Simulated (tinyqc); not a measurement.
Two branches across an indirect gap: complex band structure along [001] in sp3s* tight binding.

For k = (0, 0, kz) the phase sums are g0 = cos(phi) and g3 = i sin(phi), phi = kz a/4, and the s, pz, s* orbitals of anion (a) and cation (c) decouple from px, py. With z = exp(i phi), H(z) = H0 + z T + T^T/z for any complex z. H0 is diagonal (Esa, Epa, Exa, Esc, Epc, Exc). The anion-cation block is B(z) = z U + W/z and the cation-anion block z W^T + U^T/z, where U has Vss/2 (s,s), Vsapc/2 (s,z), -Vscpa/2 (z,s), Vxx/2 (z,z), Vxapc/2 (s*,z), -Vpaxc/2 (z,s*), and W has the same values with the s-z and s*-z signs reversed. |z| = 1 is a band state, |z| < 1 decays along [001] as exp(-kappa d) over a distance d, kappa = -(4/a) ln|z|. No spin-orbit coupling.

Inputs chosen for the exercise (out of a larger set: near a published set for GaP, fitted to gaps, whose masses and valley positions are rough (light masses up to twice too heavy); not measured data): p = (-8.072, 1.121, -2.205, 4.083, 8.475, 7.222, -7.425, 2.168, 5.102, 4.256, 6.354, 4.651, 5.095) eV (order Esa, Epa, Esc, Epc, Exa, Exc, Vss, Vxx, Vxy, Vsapc, Vscpa, Vxapc, Vpaxc); a = 5.449 angstrom (lattice constant); Eg = 2.339 eV (top of the energy range, the indirect gap).

Ev = -0.02356 eV

The smallest kappa with Re kz = 0 and the smallest with Re kz > 0, at energies E from Ev; a dash: no such root.

Decay constants:
```
E/Eg  E (eV)  kappa at Gamma (1/angstrom)  kappa off Gamma (1/angstrom)  its Re kz (2 pi/a)
0.05  0.1169                       0.0663                        0.7241               0.838
0.20  0.4678                       0.1258                        0.6809               0.844
0.35  0.8186                       0.1566                        0.6319               0.852
0.50  1.1695                       0.1742                        0.5752               0.861
0.65  1.5204                       0.1816                        0.5072               0.875
0.80  1.8712                       0.1789                        0.4203               0.897
0.90  2.1051                       0.1704                        0.3415               0.929
0.97  2.2688                       0.1600                        0.1909               1.000
```

What can be read from this table?

The branch at Gamma decays more slowly on all rows listed; the other takes over only closer to its band edge, where its kappa goes to zero. The two differ in Re kz, so passing from one to the other needs kz from an abrupt interface, a steep field, a phonon or a defect. Valleys off the [001] axis, such as L, are not seen on these branches.

tinyqc: `OMP_NUM_THREADS=1 python tinyqc.py 1481229 1481230 out.jsonl`; about 0.01 s, one thread, shared Intel(R) Xeon(R) Processor @ 2.30GHz.
